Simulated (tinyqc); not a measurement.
## AlGaN/GaN HEMT with access regions, lumped model: effect of the gate voltage

A polarisation-induced electron sheet under a Schottky gate, in series with two ungated access regions and contacts. Drift law v = mu E/(1 + mu E/vs) under the gate. Currents in mA/mm, resistances in ohm mm. No self-heating, no channel-length modulation; fits for polarisation, barrier and offset are chosen for the exercise.

sigma = (5e13 x + 1.6e13 x^2) cm^-2, phiB = 0.84 + 1.3 x, dEc = 0.7 (1.71 x + x^2) in volts, Cb = eps0 eps_r/d, VT = phiB - dEc - q sigma/Cb, access density n0 = -Cb VT/q. Access resistance R(L, n) = L/(q mu n sqrt(1 - (I/(q n vs))^2)); Rs = Rc + R(Ls, n0), Rd = Rc + R(Ld, (1 - ft) n0). Vg' = Vg - I Rs, Vd' = Vd - I (Rs + Rd); with u = Vg' - VT, Vc = vs Lg/mu and w the smaller of Vd' and Vc [sqrt(1 + 2 u/Vc) - 1] (0 if negative), the channel gives (mu Cb/Lg)(u w - w^2/2)/(1 + w/Vc). I equals that channel current. Isat is I at Vd = 10 V, gm = dIsat/dVg, Ron the limit of Vd/I at small Vd.

Inputs (values chosen for the exercise); values close to those of AlGaN/GaN structures:

| symbol | value | unit | meaning |
|---|---|---|---|
| x | 0.29 |  | aluminium share of the barrier |
| d | 30 | nm | barrier thickness |
| eps_r | 9.5 |  | relative permittivity of barrier and channel |
| mu | 1200 | cm^2/(V s) | channel mobility |
| vs | 1e7 | cm/s | saturation velocity |
| Lg | 0.15 | um | gate length |
| Ls | 1.5 | um | source access length |
| Ld | 8 | um | drain access length |
| Rc | 0.33 | ohm mm | resistance of each contact |
| ft | 0.31 |  | share of the drain-access electrons removed by traps |

Constants: q = 1.602176634e-19 C, eps0 = 8.8541878128e-14 F/cm where lengths are in cm. Results are converted to the units shown.

The same in every row: VT (V) = -8.244; n0 (cm^-2) = 1.443e13.

Effect of the gate voltage:

| Vg (V) | Ron (ohm mm) | Isat (mA/mm) | gm (mS/mm) |
|---|---|---|---|
| -7.8 | 6.386 | 51.62 | 153.5 |
| -6.5 | 5.637 | 280.1 | 187.2 |
| -5.1 | 5.523 | 548.8 | 195.2 |
| -3.8 | 5.481 | 804.1 | 196.9 |
| -2.5 | 5.459 | 1059 | 195.1 |
| -1.2 | 5.444 | 1224 | 20.25 |
| 0.2 | 5.434 | 1237 | 4.102 |
| 1.5 | 5.427 | 1240 | 1.840 |

As Vg goes from -7.8 to 1.5 V, Ron falls from 6.39 to 5.43 ohm mm, Isat rises from 51.6 to 1240 mA/mm and gm goes from 153 through a maximum of 197 (at Vg = -3.8 V among the rows listed) to 1.84 mS/mm. The ceiling Cb vs is 280 mS/mm. For Vg = -5.1 to 1.5 V the power passes 5 W/mm, where self-heating, left out here, lowers the current. For Vg = -1.2 to 1.5 V the gated channel is not yet saturated at 10 V, because the access regions take the voltage, and gm drops. At Vg = 1.5 V Vg comes within 0.2 V of phiB or passes it, so at low drain current, as for Ron, the Schottky gate would conduct.

Program tinyqc, `OMP_NUM_THREADS=1 python tinyqc.py 2570055 2570056 out.jsonl`; Intel Xeon 2.30GHz, shared host, one thread, about 0.02 s.
